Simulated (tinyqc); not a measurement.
MESFET, gradual channel with velocity saturation: course of the iteration: the saturation point by Newton steps.

A uniformly doped n-type channel, depleted from the top by a Schottky gate; at channel potential V the depleted share of a is u = sqrt((Vbi - Vg + V)/Vp), s at the source. Electrons drift with v = mu E/(1 + mu E/vsat). Abrupt depletion edge, no series resistance, source at 0.

a is the channel (half-)thickness, Vp its pinch-off voltage and Z = mu Vp/(vsat L); an iterate with u > 1 is an overshoot, not a physical state. f = (1 - u)(1 + Z (u^2 - s^2)) - Z F/3, F = 3 (u^2 - s^2) - 2 (u^3 - s^3); f' = -(1 + Z (u^2 - s^2)); u(new) = u - f/f'.

Stop when u changes by less than 1e-10, or after 60 iterations.

u at the start = 0.851
Z = 2.68384
s = 0.850734

Course of the iteration:
```
iteration         u  |change|
1          0.999819     0.149
2          0.969062    0.0308
3          0.967470   1.59e-3
4          0.967465   4.20e-6
5          0.967465  2.92e-11
```

Did this iteration meet its convergence test, and what does its course show?

Yes. Converged in 5 iterations. At the end the number of correct digits about doubles with each step.

Range of the model: The gate is shorter than twice a, where the gradual-channel approximation fails.

tinyqc, about 0.06 s, one thread, Intel Xeon 2.30GHz (shared host): `OMP_NUM_THREADS=1 python tinyqc.py 2500142 2500143 out.jsonl`
